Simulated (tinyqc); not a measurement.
MOSFET in saturation, small-signal circuit and noise: effect of the gate length on speed and noise.

Bias by the inversion coefficient IC = I/Ispec (charge-based model with velocity saturation; weak inversion below 0.1, strong above 10). Common-source circuit: gm, gds, Cgs, Cgd and Cj at the inner nodes, Rg in series with the gate; quasi-static, no source or drain resistance, no gate-body capacitance, no substrate network, no induced gate noise, so fmax is an upper estimate.

Ispec = 2 n mu Cox (W/L) Vt^2, lc = Ls/L, gms = [sqrt((lc IC + 1)^2 + 4 IC) - 1]/[2 + lc (lc IC + 1)], gm = gms Ispec/(n Vt), gds = sg gm. qs = [sqrt(1 + 4 IC) - 1]/2, Cgs = Cox W L qs (2 qs + 3)/(3 (qs + 1)^2) + Cov W, Cgd = Cov W, Cd = Cj W, Rg = Rsh (Wf/L)/(12 Nf) + Rc/W with Nf = W/Wf fingers (not rounded) contacted at both ends. fT = gm/(2 pi (Cgs + Cgd)), fmax = fT/(2 sqrt(Rg (gds + 2 pi fT Cgd))). Channel noise Sid = 4 kB T gam n gm with gam = (1/2 + (2/3) qs)/(1 + qs) + gw lc IC, qs = [sqrt(1 + 4 IC) - 1]/2, lc = Ls/L (the last term an empirical rise with velocity saturation); at the gate, white noise Sw = Sid/gm^2 + 4 kB T Rg. Number fluctuation with correlated mobility: S(f) = K/f, K = q^2 Vt lt Nt/(W L Cox^2) (1 + ac mu Cox I/gm)^2, Vt in eV with Nt per eV. Corner fc = K/Sw. IC is held fixed, and so is sg.

Inputs (values chosen for the exercise):
```
symbol,value,unit,meaning
T,400,K,temperature
W,10,um,total gate width
Cox,1.57,uF/cm^2,gate capacitance
mu,160,cm^2/(V s),mobility
n,1.4,,slope factor
Ls,20,nm,velocity-saturation length
sg,0.042,,ratio gds/gm
Cov,0.3,fF/um,overlap and fringe capacitance per side
Cj,0.4,fF/um,drain junction capacitance
Rsh,20,ohm,sheet resistance of the gate
Wf,1,um,finger width
Rc,100,ohm um,gate contact and vertical resistance
IC,14,,inversion coefficient
gw,0.09,,short-channel excess of the noise factor
Nt,2.4e17,cm^-3 eV^-1,oxide trap density
lt,0.1,nm,tunnelling length into the oxide
ac,0,V s/C,Coulomb scattering coefficient
```

Constants: q = 1.602176634e-19 C, kB = 1.380649e-23 J/K, Vt = kB T/q. Results are converted to the units shown.

Effect of the gate length on speed and noise:
```
L (nm)  I (uA)  Rg (ohm)  fT (GHz)  fmax (GHz)  sqrt(Sw) (nV/Hz^0.5)  fc (MHz)
20      5849.8    18.333    164.01      327.07                2.7706    56.115
32      3656.1    15.208    135.52      324.24                2.4766    43.895
50      2339.9    13.333    101.79      297.15                2.3488    31.231
79      1481.0    12.110    65.680      246.59                2.3861    19.155
130     899.97    11.282    34.431      180.16                2.6279    9.5964
200     584.98    10.833    17.646      127.22                3.0051    4.7698
320     365.61    10.521    7.8812      81.789                3.6002    2.0771
500     233.99    10.333    3.4971      51.220                4.3615   0.90578
```

As L goes from 20 to 500 nm, fT falls from 164 to 3.50 GHz, fmax falls from 327 to 51.2 GHz, the white noise goes from 2.77 through a minimum of 2.35 (at L = 50 nm among the rows listed) to 4.36 nV/Hz^0.5 and the corner falls from 56.1 to 0.906 MHz. fT goes as L^(-0.41) between the first two rows and L^(-1.82) between the last two; with no overlap and no velocity saturation it would go as 1/L^2. For L = 130 to 500 nm fmax exceeds 4 fT, where channel resistance and substrate losses, left out here, would cap it.

Program tinyqc, `OMP_NUM_THREADS=1 python tinyqc.py 2150135 2150136 out.jsonl`; Intel Xeon 2.30GHz, shared host, one thread, about 0.01 s.
